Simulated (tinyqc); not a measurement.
Worked calculation: Brillouin zone and empty-lattice bands of the hcp structure. Values are carried at full precision from step to step, so a last printed digit may differ when a step is redone from the rounded ones.

Primitive vectors a1 = a (1,0,0), a2 = a (-1/2, sqrt3/2, 0), a3 = (0,0,c); atoms at 0 and a1/3 + 2 a2/3 + a3/2. Reciprocal vectors obey a_i.b_j = 2 pi delta_ij; k is given in units of 2 pi/a. Empty-lattice levels are c0 (2 pi/a)^2 |k + G|^2, c0 = hbar^2/2m0. Points: M = (1/2, 1/(2 sqrt3), 0), K = (2/3, 0, 0), A = (0, 0, a/2c), L = M + A, H = K + A.

Constants: hbar^2/2m0 = 3.80998211 eV angstrom^2; a0 (Bohr radius) = 0.5291772105 angstrom.

Inputs chosen for the exercise (lattice near that of Ru; the results hold for these values, not for the real material):
- a = 2.723 angstrom (lattice constant)
- ca = 1.589 (c/a)
- Z = 1 (free electrons per atom)
- V1 = -0.4 eV (atomic form factor on the shell that bounds the zone)

## Reciprocal lattice

Give b1, b2, b3, the cell volume, the zone volume (2 pi)^3/V and the energy unit c0 (2 pi/a)^2.

b1, b2, b3 as rows (2 pi/a):
```
        1       2       3
1  1.0000  0.5774  0.0000
2  0.0000  1.1547  0.0000
3  0.0000  0.0000  0.6293
```

cell volume = 27.784 angstrom^3
zone volume = 8.9278 1/angstrom^3
energy unit = 20.2856 eV

## Shells of G and Bragg planes

List the first six shells of G with their number, the structure factor |sum over atoms of exp(i G.tau)|/(atoms per cell), and the distance |G|/2 of the Bragg plane from Gamma.

Shells:

| \|G\|^2 ((2 pi/a)^2) | number | structure factor | \|G\|/2 (2 pi/a) |
|---|---|---|---|
| 0.3961 | 2 | 0.0000 | 0.3147 |
| 1.3333 | 6 | 0.5000 | 0.5774 |
| 1.5842 | 2 | 1.0000 | 0.6293 |
| 1.7294 | 12 | 0.8660 | 0.6575 |
| 2.9175 | 12 | 0.5000 | 0.8540 |
| 3.5645 | 2 | 0.0000 | 0.9440 |

The structure factor vanishes at |G|^2 = 0.396 and 3.564: no first-order gap opens on those planes.

## The free-electron sphere

n = 2 Z/V, kF = (3 pi^2 n)^(1/3), EF = c0 kF^2, rs = (3/(4 pi n))^(1/3)/a0; compare kF with |k| of the points on the zone surface.

n = 0.07198 1/angstrom^3
kF = 0.5577 2 pi/a
EF = 6.310 eV
rs = 2.818

Points:

| point | \|k\| (2 pi/a) | kF/\|k\| | lowest level (eV) | levels below EF |
|---|---|---|---|---|
| M | 0.5774 | 0.966 | 6.762 | 0 |
| K | 0.6667 | 0.837 | 9.016 | 0 |
| A | 0.3147 | 1.772 | 2.009 | 2 |
| L | 0.6575 | 0.848 | 8.770 | 0 |
| H | 0.7372 | 0.757 | 11.024 | 0 |

The sphere passes beyond A but not M, K, L and H: electrons spill into higher bands while the corners of the first zone stay empty. Free electrons ignore the d bands of this metal.

## Empty-lattice levels at Gamma, A and H

Give the five lowest values of |k + G|^2 with their degeneracy (spin not counted).

Levels:

| point | \|k + G\|^2 | degeneracy | E (eV) |
|---|---|---|---|
| Gamma | 0.0000 | 1 | 0.000 |
| Gamma | 0.3961 | 2 | 8.034 |
| Gamma | 1.3333 | 6 | 27.047 |
| Gamma | 1.5842 | 2 | 32.137 |
| Gamma | 1.7294 | 12 | 35.082 |
| A | 0.0990 | 2 | 2.009 |
| A | 0.8911 | 2 | 18.077 |
| A | 1.4323 | 12 | 29.056 |
| A | 2.2245 | 12 | 45.124 |
| A | 2.4753 | 2 | 50.213 |
| H | 0.5435 | 6 | 11.024 |
| H | 1.3356 | 6 | 27.093 |
| H | 1.8768 | 6 | 38.072 |
| H | 2.6689 | 6 | 54.140 |
| H | 2.9198 | 6 | 59.229 |

The lowest level is 2-fold at A and 6-fold at H: as many zones meet there, and these are the lowest sets at these points on which a weak potential acts. On the face A-H-L of hcp the levels stay paired: the structure factor of (0001) vanishes, and without spin-orbit coupling the screw axis with time reversal keeps the pairing to all orders.

## The gap at M

At M two waves k and k - G with G = 2k are degenerate at E0. With V = |V1| x structure factor of G the levels are E0 -/+ V, and the masses normal to the face are 1/(1 -/+ 2 E0/V).

structure factor = 0.5000
E0 = 6.762 eV

levels (eV): 6.562  6.962

masses normal to the face, lower and upper (m0): -0.0150  0.0146

EF of the free sphere, 6.31 eV, lies below the gap: the surface bulges towards the face without touching it (EF = c0 (3 pi^2 n)^(2/3) for 2 electrons a cell; its shift by the potential is neglected).

## Checks

- a_i.b_j/(2 pi) against the unit matrix: they agree to 1e-10 or better.

Program tinyqc; command `OMP_NUM_THREADS=1 python tinyqc.py 1881051 1881052 out.jsonl`; about 0.02 s on one thread of a shared Intel(R) Xeon(R) Processor @ 2.30GHz.
